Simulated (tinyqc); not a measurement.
# Changing the temperature T

Model: field-effect mobility of a thin-film transistor with band-tail and deep states (multiple trapping). Computed by tinyqc, a small Python program. Command: `OMP_NUM_THREADS=1 python tinyqc.py 3030185 3030186 out.jsonl tft sweep`. One thread of a shared host (Intel(R) Xeon(R) Processor @ 2.30GHz), about 0.1 s of CPU time with the checks.

A thick film in accumulation at small drain voltage. Only free electrons move; trapped ones still screen the gate. N_c and mu_0 are held fixed when T changes, leaving out the T^(3/2) growth of N_c. x = E_0 - psi is the distance of the Fermi level below the band edge.

Inputs (values chosen for the exercise, modelled on amorphous In2O3):
```
quantity                                           value         unit
permittivity eps                                       9            -
effective density of states N_c                  4.4e+18       1/cm^3
band mobility mu_0                                    72   cm^2/(V s)
tail density at the edge g_t                     2.8e+19  1/(eV cm^3)
tail width E_t                                        29          meV
flat-band Fermi level below the edge, E_0           0.66           eV
equivalent oxide thickness t                          42           nm
surface band bending psi_s as a fraction of E_0     0.83            -
```

Deep states: none.

Constants: k_B = 8.617333262e-05 eV/K; e = 1.602176634e-19 C; eps_0 = 8.8541878128e-12 F/m.

Method:
- F_j(eta) = int_0^infinity x^j/(1 + exp(x - eta)) dx, without a gamma-function factor.
- Integrals over x = E/(k_B T) use 160 Gauss-Legendre points in u = sqrt(x) from 0 to sqrt(max(eta, 0) + 32).
- Free n(x) = N_c (2/sqrt(pi)) F_1/2(-x/k_B T), with F_1/2 from its two-term series in exp(-x/k_B T) for x >= 12 k_B T; tail n_t(x) = int_0^1.2eV g_t exp(-E/E_t)/(1 + exp((x - E)/k_B T)) dE, E counted down from the edge, 120 Gauss-Legendre points; space charge rho(psi) = n + n_t less its value at psi = 0.
- Poisson: F(psi) = sqrt((2 e/(eps eps_0)) int_0^psi rho dpsi'); V_G - V_FB = psi_s + eps F(psi_s) t/3.9; free sheet density N_f = int (n - n(E_0))/F dpsi; induced sheet density N_i = eps eps_0 F(psi_s)/e; trapezoid rule on 301 even points in psi, the first interval left out of N_f.
- mu_eff = mu_0 N_f/N_i; field-effect mobility mu_FE = mu_0 e (dN_f/dV_G)/C_ox and swing S = dV_G/dlog10(N_f), by a central difference of +/- 2 mV in psi_s; C_ox = 3.9 eps_0/t.

One run for each value; columns: (1) temperature T (K); (2) effective mobility mu_eff (cm^2/(V s)); (3) free sheet density N_f (1/cm^2); (4) V_G - V_FB (V); (5) swing S (mV/decade):
```
(1)     (2)         (3)     (4)     (5)
170   1.831  2.2764e+09  0.7222   186.1
203   6.150  8.8288e+09  0.7492   273.5
236  13.160  2.2674e+10  0.7895   398.4
269  21.177  4.4567e+10  0.8431   559.5
301  28.380  7.2396e+10  0.9057   742.3
334  34.504  1.0601e+11  0.9789   948.5
367  39.246  1.4283e+11  1.0584  1164.5
400  42.843  1.8158e+11  1.1424  1385.6
```

Over the rows, effective mobility mu_eff (cm^2/(V s)) rises from 1.83 to 42.8 (exponent d ln y / d ln x 6.8 between the first rows and 1.0 between the last); free sheet density N_f (1/cm^2) rises from 2.28e9 to 1.82e11 (exponent d ln y / d ln x 7.6 between the first rows and 2.8 between the last); V_G - V_FB (V) rises from 0.722 to 1.14 (exponent d ln y / d ln x 0.21 between the first rows and 0.89 between the last). At fixed band bending the Arrhenius slope of N_f between the last rows is 92 meV, against E_0 - psi_s = 112 meV.

Caution (rows 170, 203, 236): the band bending extends over more than 0.2 micrometre, deeper than most thin films, so the thick-film assumption is doubtful.
